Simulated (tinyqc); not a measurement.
Worked calculation: Slater-Koster d bands of an fcc metal. Values are carried at full precision from step to step, so a last printed digit may differ when a step is redone from the rounded ones.

Slater-Koster d bands. For a bond with direction cosines (l, m, n) the 5 x 5 block is dds Ps + ddp Pp + ddd (1 - Ps - Pp), the projectors on sigma, pi and delta states about the bond; for instance <xy|xy> = 3 l^2 m^2 dds + (l^2 + m^2 - 4 l^2 m^2) ddp + (n^2 + l^2 m^2) ddd, <xy|yz> = 3 l m^2 n dds + l n (1 - 4 m^2) ddp + l n (m^2 - 1) ddd and <3z2-r2|3z2-r2> = (n^2 - (l^2 + m^2)/2)^2 dds + 3 n^2 (l^2 + m^2) ddp + (3/4)(l^2 + m^2)^2 ddd. H(k) sums the blocks times cos(k.R) over the neighbours; the d level is the zero of energy; k in 2 pi/a.

Parameters, chosen for this exercise (of the size met in Ru; the results hold for these values, not for the real material):

| symbol | value | unit | meaning |
|---|---|---|---|
| dds | -1.048 | eV | dd sigma |
| ddp | 0.597 | eV | dd pi |
| ddd | -0.189 | eV | dd delta |
| k | (0.78, 0.25, 0.35) | 2 pi/a | wave vector |
| Nd | 7 |  | d electrons per atom |

## The block of one bond

Direction (1,1,0)/sqrt2; its eigenvalues must be dds once, ddp twice and ddd twice.

block (eV), lower triangle:
```
             xy      yz      zx   x2-y2   3z2-r2
xy      -0.8333
yz            0  0.2040
zx            0  0.3930  0.2040
x2-y2         0       0       0  0.5970
3z2-r2   0.3720       0       0       0  -0.4037
```

## Levels at Gamma

Neighbours: twelve at (a/2)(1,1,0) and equivalents.

Summing the blocks at k = 0 gives E(t2g) = 3 dds + 4 ddp + 5 ddd, E(eg) = 1.5 dds + 6 ddp + 4.5 ddd.

levels (eV): t2g (threefold) -1.7010, eg (twofold) 1.1595

The t2g level lies lower, by 2.8605 eV.

## The Hamiltonian at one k

Sum over the neighbours.

H(k) (eV), lower triangle:
```
             xy       yz      zx    x2-y2  3z2-r2
xy       1.7924
yz      -0.8928  -1.8000
zx      -0.9904  -0.7085  0.9833
x2-y2         0  -0.8118  0.7318  -1.2834
3z2-r2  -0.6706   0.4687  0.4225   1.1628  0.8400
```

## Levels and character

Diagonalise H; t2g is xy, yz, zx and eg the other two.

levels (eV): -2.8048  -1.5628  0.7440  1.1772  2.9787

weights:
```
     band 1  band 2  band 3  band 4  band 5
t2g   0.612   0.482   0.416   0.724   0.766
eg    0.388   0.518   0.584   0.276   0.234
```

## Levels at points of symmetry

Coordinates: G (0, 0, 0), X (1, 0, 0), W (1, 0.5, 0), L (0.5, 0.5, 0.5), K (0.75, 0.75, 0); the others lie half way.

Levels (eV):

| k | band 1 | band 2 | band 3 | band 4 | band 5 |
|---|---|---|---|---|---|
| G | -1.701 | -1.701 | -1.701 | 1.159 | 1.159 |
| G-X 0.5 | -3.333 | -1.615 | 0.816 | 0.816 | 2.388 |
| X | -4.965 | -4.389 | 3.333 | 3.333 | 3.616 |
| W | -2.388 | -0.816 | -0.816 | 1.615 | 3.333 |
| L | -3.144 | -1.199 | -1.199 | 2.771 | 2.771 |
| L-G 0.5 | -2.422 | -0.709 | -0.709 | 1.224 | 1.224 |
| K | -3.539 | -2.051 | 1.402 | 2.063 | 2.974 |

On these points the bands run from -4.965 (X) to 3.616 eV (X).

## Second moment and the rectangular band

mu2 = z (dds^2 + 2 ddp^2 + 2 ddd^2)/5 per orbital, with z = 12. A rectangular band with the same mu2 has width W = sqrt(12 mu2), Fermi level W (Nd/10 - 1/2) and bond energy -W Nd (10 - Nd)/20 (Friedel).

mu2 = 4.5182 eV^2
W = 7.3633 eV
Fermi level = 1.4727 eV
bond energy per atom = -7.7314 eV

The bond energy is the attractive part alone; the repulsion between atoms, left out, cancels a large share of it in the cohesive energy.

## Checks

- Levels at Gamma from the formulas against H(0): they agree to 1e-10 or better.
- Second moment from the formula against the mean square level on the mesh: both 4.51815.

Program tinyqc; command `OMP_NUM_THREADS=1 python tinyqc.py 1450519 1450520 out.jsonl`; about 0.03 s on one thread of a shared Intel(R) Xeon(R) Processor @ 2.30GHz.
